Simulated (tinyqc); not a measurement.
# MESFET, gradual channel with velocity saturation: two studies

A uniformly doped n-type channel, depleted from the top by a Schottky gate; at channel potential V the depleted share of a is u = sqrt((Vbi - Vg + V)/Vp), s at the source. Electrons drift with v = mu E/(1 + mu E/vsat). Abrupt depletion edge, no series resistance, source at 0.

Parameters, values chosen for the exercise; material values those of a made-up semiconductor: temperature T = 300 K; relative permittivity of the semiconductor eps_r = 13.3; conduction-band density of states at T Nc = 3.41e17 cm^-3; donor density of the channel Nd = 1.5e17 cm^-3; channel thickness a = 200 nm; low-field mobility at this doping mu = 4400 cm^2/(V s); saturation velocity vsat = 9.6e6 cm/s; gate length L = 0.5 um; gate width W = 100 um; Schottky barrier phiB = 0.83 V; gate voltage Vg = 0 V.

Constants: q = 1.602176634e-19 C, kB = 1.380649e-23 J/K, Vt = kB T/q, eps0 = 8.8541878128e-14 F/cm where lengths are in cm. Results are converted to the units shown.

Each table varies one quantity; the others keep the values above.

## Effect of the donor density of the channel on saturation

Vbi = phiB - Vt ln(Nc/Nd); Vp = q Nd a^2/(2 eps0 eps_r); G0 = q mu Nd a W/L; Z = mu Vp/(vsat L); s = sqrt((Vbi - Vg)/Vp). I = (G0 Vp/3) F/(1 + Z (u^2 - s^2)), F = 3 (u^2 - s^2) - 2 (u^3 - s^3), with u at V = Vd; Z = 0 gives constant mobility, for which u stops at 1. The current peaks at u = um, the root of (1 - u)(1 + Z (u^2 - s^2)) = Z F/3; beyond Vdsat = Vp (um^2 - s^2) it is held at that value. gm = G0 (um - s)/(1 + Z (um^2 - s^2)).

Effect of the donor density of the channel on saturation:
```
Nd (cm^-3)	Z	um	Vdsat (V)	Isat (mA)	Isat for Z = 0 (mA)	gm (mS)
7.5e16	18.707	0.76080	0.39040	5.5187	46.025	6.3876
1e17	24.943	0.68736	0.48734	9.6172	111.95	7.5161
1.4e17	34.920	0.60856	0.60383	16.858	280.47	8.9587
1.8e17	44.898	0.55488	0.69456	24.647	527.96	10.152
2.5e17	62.358	0.49124	0.81961	39.126	1153.4	11.894
3.3e17	82.312	0.44289	0.93220	56.554	2170.0	13.553
4.5e17	112.24	0.39432	1.0668	83.843	4302.1	15.639
```

What does the table show?

As Nd goes from 7.5e16 to 4.5e17 cm^-3, Vdsat rises from 0.390 to 1.07 V, Isat rises from 5.52 to 83.8 mA and gm rises from 6.39 to 15.6 mS. Isat is 0.120 of the constant-mobility value in the first row and 0.0195 in the last. For Nd = 1.4e17 to 4.5e17 cm^-3 Nd is not small against Nc, so the Boltzmann form of Vbi is rough.

## Output curve

Same model as above.

Output curve:
```
Vd (V)	u (at most 1)	I for Z = 0 (mA)	I (mA)
0.1	0.4719	22.90	11.95
0.56	0.5791	114.9	18.73
1.02	0.6694	187.8	18.76
1.49	0.7505	245.3	18.76
1.95	0.8221	286.8	18.76
2.41	0.8880	314.9	18.76
2.88	0.9507	330.8	18.76
3.34	1.000	334.9	18.76
3.8	1.000	334.9	18.76
```

With constant mobility the current rises from 22.9 to 335 mA and saturates at pinch-off, Vd = 3.27 V; with Z = 37.4 it saturates at 0.628 V and 18.8 mA. The two differ by 48 % in the first row and 94 % in the last. In every row Nd is not small against Nc, so the Boltzmann form of Vbi is rough.

Numbers from tinyqc (`OMP_NUM_THREADS=1 python tinyqc.py 2500009 2500010 out.jsonl`; about 0.04 s on one thread of a shared Intel Xeon 2.30GHz).
